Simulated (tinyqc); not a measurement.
Worked calculation: RHF in the 3-21g basis, for H-, spin multiplicity 1. The basis has no diffuse functions, so it cannot describe the extra electron: this is an exercise in the method, not the real anion. Computed by tinyqc, a small Python program that keeps every step (integrals from PySCF). Settings: charge = -1, multiplicity = 1, basis = 3-21g, energy threshold = 1e-10, iteration cap = 76, orthogonalisation = symmetric, start = highest core orbitals, DIIS depth = 4, shift = 1.0, method = RHF. Command: `OMP_NUM_THREADS=1 python tinyqc.py 27627 27628 out.jsonl` (the two numbers bound the seeds that draw the settings). One thread of a shared host (Intel(R) Xeon(R) Processor @ 2.60GHz), about 0.05 s of CPU time with the checks. Later iterations appear only in the table of the cycle.

## One-electron integrals

Geometry (angstrom):

| atom | x | y | z |
|---|---|---|---|
| H | 0.000000 | 0.000000 | 0.000000 |

Basis 3-21g: exponents (1/bohr^2) and contraction coefficients of normalised primitives:

| element | l (shell) | exponent | coefficient |
|---|---|---|---|
| H | s (1) | 5.447178 | 0.156285 |
| H | s (1) | 0.824547 | 0.904691 |
| H | s (2) | 0.183192 | 1.000000 |

Overlap, kinetic and nuclear-attraction integrals over the contracted functions; the nuclear repulsion is the sum of Za Zb / Rab.

nuclear repulsion = 0 hartree

overlap S:
```
          1H 1s     1H 2s
1H 1s  1.000000  0.645899
1H 2s  0.645899  1.000000
```

kinetic energy T (hartree):
```
          1H 1s     1H 2s
1H 1s  1.549405  0.293152
1H 2s  0.293152  0.274788
```

nuclear attraction V (hartree):
```
           1H 1s      1H 2s
1H 1s  -1.720918  -0.782663
1H 2s  -0.782663  -0.683004
```

core Hamiltonian H = T + V (hartree):
```
           1H 1s      1H 2s
1H 1s  -0.171513  -0.489511
1H 2s  -0.489511  -0.408216
```

## Two-electron integrals

Functions are numbered as in S; the eight-fold symmetry (ij|kl) = (ji|kl) = (kl|ij) leaves the list below.

Two-electron integrals (ij|kl) in chemists' order, unique and non-zero (hartree):
```
(11|11) 1.140145   (21|11) 0.611403   (21|21) 0.345152   (22|11) 0.626370
(22|21) 0.380329   (22|22) 0.482957
```

## Orthogonalisation

S = U s U^T; symmetric (Loewdin) form X = U s^(-1/2) U^T, so that X^T S X = 1.

eigenvalues of S: 0.354101  1.645899

X:
```
           1H 1s      1H 2s
1H 1s   1.229980  -0.450512
1H 2s  -0.450512   1.229980
```

## Starting guess

The start is the highest orbitals of the core Hamiltonian (a deliberately bad start); D = 2 C_occ C_occ^T.

D at the start:
```
           1H 1s      1H 2s
1H 1s   3.152758  -2.752190
1H 2s  -2.752190   2.402515
```

## Iteration 1: building the Fock matrix

J_ij = sum D_kl (ij|kl), K_ij = sum D_kl (ik|jl); F = H + J - 0.5 K; E = tr D H + tr D J / 2 - 0.25 tr D K + E_nn.

Coulomb J (hartree):
```
          1H 1s     1H 2s
1H 1s  1.734072  0.941502
1H 2s  0.941502  1.041628
```

exchange K (hartree):
```
          1H 1s     1H 2s
1H 1s  1.058442  0.167537
1H 2s  0.167537  0.155016
```

Fock matrix F (hartree):
```
          1H 1s     1H 2s
1H 1s  1.033338  0.368223
1H 2s  0.368223  0.555904
```

total energy of this density = 1.86978214 hartree

## Iteration 1: diagonalisation and new density

A level shift of 1 hartree raises the virtual space: F + shift (S - S D(s) S), with D(s) the density of one spin (D/2). Diagonalise F' = X^T F X, C = X C', fill 1 alpha and 1 beta electrons from the bottom; D = 2 C_occ C_occ^T. Each column has its largest component positive (the first on a tie).

F' = X^T F X (hartree):
```
          1         2
1  1.624846  0.230228
2  0.230228  1.285836
```

orbital energies (hartree): MO1 1.169444, MO2 1.741237

coefficients C:
```
             MO1       MO2
1H 1s  -0.956985  0.894423
1H 2s   1.300938  0.152878
```

D after iteration 1:
```
           1H 1s      1H 2s
1H 1s   1.831640  -2.489956
1H 2s  -2.489956   3.384880
```

## Iteration 2: building the Fock matrix

As before.

Coulomb J (hartree):
```
          1H 1s     1H 2s
1H 1s  1.163791  0.688410
1H 2s  0.688410  0.888029
```

exchange K (hartree):
```
           1H 1s      1H 2s
1H 1s   0.211902  -0.011810
1H 2s  -0.011810   0.372939
```

Fock matrix F (hartree):
```
          1H 1s     1H 2s
1H 1s  0.886327  0.204804
1H 2s  0.204804  0.293343
```

total energy of this density = 1.16913243 hartree

## Iteration 2: DIIS over 2 matrices

error matrix X^T (FDS - SDF) X:
```
          1          2
1  0.000000  -0.983929
2  0.983929   0.000000
```

B (overlaps of the stored error matrices):
```
               1              2
1  4.1710359e-01  8.9867091e-01
2  8.9867091e-01  1.9362322e+00
```

Minimise |sum c_i e_i|^2 with sum c_i = 1: solve [B -1; -1 0][c; lambda] = [0; -1] with B_ij = tr e_i^T e_j, and take F = sum c_i F_i.

DIIS coefficients: 1.866138  -0.866138

extrapolated F (hartree):
```
          1H 1s     1H 2s
1H 1s  1.160670  0.509765
1H 2s  0.509765  0.783317
```

## Iteration 2: diagonalisation and new density

As before.

F' = X^T F X (hartree):
```
          1         2
1  2.146405  0.200100
2  0.200100  1.059225
```

orbital energies (hartree): MO1 1.023566, MO2 2.182065

coefficients C:
```
             MO1        MO2
1H 1s  -0.659317   1.131862
1H 2s   1.289942  -0.227731
```

D after iteration 2:
```
           1H 1s      1H 2s
1H 1s   0.869399  -1.700962
1H 2s  -1.700962   3.327901
```

## Iteration 3: building the Fock matrix

As before.

Coulomb J (hartree):
```
          1H 1s     1H 2s
1H 1s  0.995793  0.623069
1H 2s  0.623069  0.857946
```

exchange K (hartree):
```
          1H 1s     1H 2s
1H 1s  0.059928  0.144727
1H 2s  0.144727  0.613456
```

Fock matrix F (hartree):
```
          1H 1s     1H 2s
1H 1s  0.794316  0.061194
1H 2s  0.061194  0.143002
```

total energy of this density = 0.55798025 hartree

## Iteration 3: DIIS over 3 matrices

error matrix X^T (FDS - SDF) X:
```
          1          2
1  0.000000  -1.072476
2  1.072476   0.000000
```

B (overlaps of the stored error matrices), lower triangle:
```
               1              2              3
1  4.1710359e-01
2  8.9867091e-01  1.9362322e+00
3  9.7954560e-01  2.1104808e+00  2.3004108e+00
```

As before.

DIIS coefficients: 1.773122  -0.219260  -0.553862

extrapolated F (hartree):
```
          1H 1s     1H 2s
1H 1s  1.197957  0.574105
1H 2s  0.574105  0.842163
```

## Iteration 3: diagonalisation and new density

As before.

F' = X^T F X (hartree):
```
          1         2
1  2.316229  0.027307
2  0.027307  0.911740
```

orbital energies (hartree): MO1 0.911209, MO2 2.316759

coefficients C:
```
             MO1        MO2
1H 1s  -0.474327   1.220994
1H 2s   1.238502  -0.426526
```

D after iteration 3:
```
           1H 1s      1H 2s
1H 1s   0.449973  -1.174911
1H 2s  -1.174911   3.067774
```

## Iteration 4: building the Fock matrix

As before.

Coulomb J (hartree):
```
          1H 1s     1H 2s
1H 1s  0.997910  0.630833
1H 2s  0.630833  0.869746
```

exchange K (hartree):
```
          1H 1s     1H 2s
1H 1s  0.135197  0.300427
1H 2s  0.300427  0.743206
```

Fock matrix F (hartree):
```
           1H 1s      1H 2s
1H 1s   0.758798  -0.008892
1H 2s  -0.008892   0.089927
```

total energy of this density = 0.22949007 hartree

## Iteration 4: DIIS over 4 matrices

error matrix X^T (FDS - SDF) X:
```
          1          2
1  0.000000  -1.004415
2  1.004415   0.000000
```

B (overlaps of the stored error matrices), lower triangle:
```
               1              2              3              4
1  4.1710359e-01
2  8.9867091e-01  1.9362322e+00
3  9.7954560e-01  2.1104808e+00  2.3004108e+00
4  9.1738187e-01  1.9765459e+00  2.1544225e+00  2.0176990e+00
```

As before.

DIIS coefficients: 1.782636  -0.129100  -0.450158  -0.203379

extrapolated F (hartree):
```
          1H 1s     1H 2s
1H 1s  1.215750  0.604228
1H 2s  0.604228  0.870441
```

## Iteration 4: diagonalisation and new density

As before.

F' = X^T F X (hartree):
```
           1          2
1   2.345906  -0.099832
2  -0.099832   0.894344
```

orbital energies (hartree): MO1 0.887510, MO2 2.352740

coefficients C:
```
             MO1        MO2
1H 1s  -0.365460   1.257875
1H 2s   1.196341  -0.533459
```

D after iteration 4:
```
           1H 1s      1H 2s
1H 1s   0.267123  -0.874431
1H 2s  -0.874431   2.862465
```

## Iteration 17 (converged): orbitals

converged F (hartree):
```
           1H 1s      1H 2s
1H 1s   0.754879  -0.113830
1H 2s  -0.113830   0.116972
```

Diagonalise F' = X^T F X, C = X C', fill 1 alpha and 1 beta electrons from the bottom; D = 2 C_occ C_occ^T. Each column has its largest component positive (the first on a tie).

F' = X^T F X (hartree):
```
           1          2
1   1.291910  -0.678421
2  -0.678421   0.456323
```

orbital energies (hartree): MO1 0.077369, MO2 1.670864

coefficients C:
```
            MO1        MO2
1H 1s  0.206501   1.293510
1H 2s  0.854117  -0.993125
```

D after iteration 17:
```
          1H 1s     1H 2s
1H 1s  0.085285  0.352752
1H 2s  0.352752  1.459030
```

## Convergence

Stop when the energy changes by less than 1e-10 hartree and every element of the error matrix X^T (F D S - S D F) X is below 3e-06.

Course of the cycle:

| iteration | E (hartree) | change | largest element of the error matrix |
|---|---|---|---|
| 1 | 1.86978214 | - | 4.57e-01 |
| 2 | 1.16913243 | -7.01e-01 | 9.84e-01 |
| 3 | 0.55798025 | -6.11e-01 | 1.07e+00 |
| 4 | 0.22949007 | -3.28e-01 | 1.00e+00 |
| 5 | 0.06000533 | -1.69e-01 | 9.21e-01 |
| 6 | -0.37422976 | -4.34e-01 | 2.63e-01 |
| 7 | -0.39799903 | -2.38e-02 | 8.15e-02 |
| 8 | -0.40021251 | -2.21e-03 | 2.40e-02 |
| 9 | -0.40040954 | -1.97e-04 | 5.43e-03 |
| 10 | -0.40041887 | -9.33e-06 | 1.92e-03 |
| 11 | -0.40042001 | -1.14e-06 | 7.25e-04 |
| 12 | -0.40042017 | -1.62e-07 | 2.78e-04 |
| 13 | -0.40042019 | -2.38e-08 | 1.07e-04 |
| 14 | -0.40042020 | -3.53e-09 | 4.13e-05 |
| 15 | -0.40042020 | -5.25e-10 | 1.59e-05 |
| 16 | -0.40042020 | -7.80e-11 | 6.15e-06 |
| 17 | -0.40042020 | -1.16e-11 | 2.37e-06 |

PySCF RHF in the same basis = -0.40042020 hartree

Converged in 17 iterations.

## Populations

Mulliken: Z minus the diagonal of D S on the atom; Loewdin: the same with S^(1/2) D S^(1/2).

Charges (e):

| atom | Mulliken | Loewdin |
|---|---|---|
| 1H | -1.000000 | -1.000000 |
